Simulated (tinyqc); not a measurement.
# Electron mobility in a silicon inversion layer, empirical terms and Matthiessen rule: what changes with what

Inversion layer of sheet density Ns on a uniformly doped body. The mobility terms are empirical power laws with prefactors chosen for the exercise; adding their inverses (Matthiessen) is itself an approximation.

Values chosen for this exercise; material values close to those of silicon: temperature T = 300 K; band gap Eg = 1.13 eV; relative permittivity of the semiconductor eps_r = 11.8; conduction-band density of states at T Nc = 2.84e19 cm^-3; valence-band density of states at T Nv = 2.62e19 cm^-3; body doping Nb = 1.1e18 cm^-3; reverse body bias Vsb = 0 V; weight of the inversion charge in the effective field eta = 0.5; phonon-limited mobility at 1 MV/cm and 300 K Ap = 424 cm^2/(V s); roughness-limited mobility at 1 MV/cm As = 948 cm^2/(V s); exponent of the roughness term gs = 2; Coulomb prefactor Ac = 2600 cm^2/(V s); charge at the interface Nit = 4.5e10 cm^-2; inversion density Ns = 3e12 cm^-2.

Constants: q = 1.602176634e-19 C, kB = 1.380649e-23 J/K, Vt = kB T/q, eps0 = 8.8541878128e-14 F/cm where lengths are in cm. Results are converted to the units shown.

Each table varies one quantity; the others keep the values above.

## Effect of the charge at the interface

ni = sqrt(Nc Nv) exp(-Eg/(2 Vt)), Eg in volts; Ndep = sqrt(2 eps0 eps_r Nb (2 Vt ln(Nb/ni) + Vsb)/q); E = q (Ndep + eta Ns)/(eps0 eps_r), in MV/cm. With t = T/(300 K): muC = Ac (Ns/1e12 cm^-2) t/(Nb/1e17 cm^-3 + Nit/1e11 cm^-2), muP = Ap E^(-1/3) t^(-1.75), muS = As E^(-gs); 1/mu is the sum of the inverses.

The same in every row: E (MV/cm) = 0.80030; muP (cm^2/(V s)) = 456.68; muS (cm^2/(V s)) = 1480.1.

Effect of the charge at the interface:
```
Nit (cm^-2)	muC (cm^2/(V s))	mu (cm^2/(V s))
1e10	702.70	233.19
3.2e10	689.05	231.66
1e11	650.00	227.08
3.2e11	549.30	213.41
1e12	371.43	179.93
3.2e12	181.40	119.36
1e13	70.270	58.493
```

As Nit goes from 1e10 to 1e13 cm^-2, E stays at 0.800 MV/cm and mu falls from 233 to 58.5 cm^2/(V s). The smallest term is the phonon one in the first row and the Coulomb one in the last.

## Effect of the reverse body bias

Same model as above.

The same in every row: muC (cm^2/(V s)) = 681.2.

Effect of the reverse body bias:
```
Vsb (V)	E (MV/cm)	muP (cm^2/(V s))	muS (cm^2/(V s))	mu (cm^2/(V s))
0	0.8003	456.7	1480	230.8
0.4	0.9084	437.8	1149	216.3
0.8	1.001	423.8	945.2	204.7
1.2	1.084	412.7	806.1	194.9
1.6	1.160	403.5	704.4	186.4
2	1.230	395.7	626.6	178.9
2.4	1.295	389.0	565.0	172.2
```

Read the table: what changes, and by how much?

As Vsb goes from 0 to 2.4 V, E rises from 0.800 to 1.30 MV/cm and mu falls from 231 to 172 cm^2/(V s). The phonon term is the smallest in the first and the last row.

## Effect of the body doping

Same model as above.

Results:
```
Nb (cm^-3)	E (MV/cm)	muC (cm^2/(V s))	muP (cm^2/(V s))	muS (cm^2/(V s))	mu (cm^2/(V s))
2e16	0.29816	12000	634.67	10664	570.54
4.4e16	0.33377	8764.0	611.25	8509.8	535.44
9.7e16	0.38796	5493.0	581.35	6298.6	485.21
2.1e17	0.46787	3058.8	546.16	4330.6	418.62
1e18	0.77237	746.41	462.12	1589.1	241.96
2.3e18	1.0708	332.62	414.44	826.79	150.86
5e18	1.4943	154.61	370.87	424.57	86.808
```

Estimate the missing row, Nb = 4.7e17 cm^-3.

Computed row:
```
Nb (cm^-3)	E (MV/cm)	muC (cm^2/(V s))	muP (cm^2/(V s))	muS (cm^2/(V s))	mu (cm^2/(V s))
4.7e17	0.59419	1514.6	504.34	2685.1	331.62
```

With this row back in the table: As Nb goes from 2e16 to 5e18 cm^-3, E rises from 0.298 to 1.49 MV/cm and mu falls from 571 to 86.8 cm^2/(V s). The smallest term is the phonon one in the first row and the Coulomb one in the last.

Computed by the program tinyqc: `OMP_NUM_THREADS=1 python tinyqc.py 2510078 2510079 out.jsonl`, one thread of a shared Intel Xeon 2.30GHz, about 0.01 s for the whole run.
